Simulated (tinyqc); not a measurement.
Worked calculation: sp3 tight binding, zinc-blende lattice. One step of it, computed by the program tinyqc.

Problem. Levels at X. Diagonalise the Hermitian matrix.

H(k) at X (eV), order a s, a px, a py, a pz, c s, c px, c py, c pz:
```
[[-16.320000, 0.000000, 0.000000, 0.000000, 0.000000, 0.000000+9.426786i, 0.000000, 0.000000],
 [0.000000, -9.280000, 0.000000, 0.000000, 0.000000-9.426786i, 0.000000, 0.000000, 0.000000],
 [0.000000, 0.000000, -9.280000, 0.000000, 0.000000, 0.000000, 0.000000, 0.000000+10.923443i],
 [0.000000, 0.000000, 0.000000, -9.280000, 0.000000, 0.000000, 0.000000+10.923443i, 0.000000],
 [0.000000, 0.000000+9.426786i, 0.000000, 0.000000, -8.270000, 0.000000, 0.000000, 0.000000],
 [0.000000-9.426786i, 0.000000, 0.000000, 0.000000, 0.000000, -5.080000, 0.000000, 0.000000],
 [0.000000, 0.000000, 0.000000, 0.000000-10.923443i, 0.000000, 0.000000, -5.080000, 0.000000],
 [0.000000, 0.000000, 0.000000-10.923443i, 0.000000, 0.000000, 0.000000, 0.000000, -5.080000]]
```

Give: eigenvalues.

Solution.

eigenvalues (eV): [-21.6749, -18.3035, -18.3035, -18.2153, 0.2749, 0.6653, 3.9435, 3.9435]
